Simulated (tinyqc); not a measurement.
## Inverter chain driving a load

N inverters, each f = Hc^(1/N) times larger than the one before: delay tau N (f + pp). Switched capacitance in units of the first input, with output capacitance pp times the input: Hc + (1 + pp)(Hc - 1)/(f - 1).

Parameters, values chosen for the exercise:
- Hc = 87 (load over the input capacitance of the chain)
- pp = 0.6 (parasitic delay of an inverter)
- tau = 1.6 ps (delay unit)

Inverter chain driving a load:
```
N,f,delay (ps),switched capacitance
1,87.00,140.2,88.60
2,9.327,31.77,103.5
3,4.431,24.15,127.1
4,3.054,23.39,154.0
5,2.443,24.34,182.4
6,2.105,25.97,211.5
7,1.893,27.92,241.1
8,1.748,30.05,271.1
```

Read the table: what changes, and by how much?

The delay goes from 140 through a minimum of 23.4 (at N = 4 among the rows listed) to 30.0 ps. The best stage effort solves pp + rho (1 - ln rho) = 0, rho = 3.27, which gives N = ln Hc/ln rho = 3.77. One stage fewer than the best costs 3.3 % in delay and saves 17 % of the switched capacitance.

tinyqc, about 0.01 s, one thread, Intel Xeon 2.30GHz (shared host): `OMP_NUM_THREADS=1 python tinyqc.py 2082089 2082090 out.jsonl`
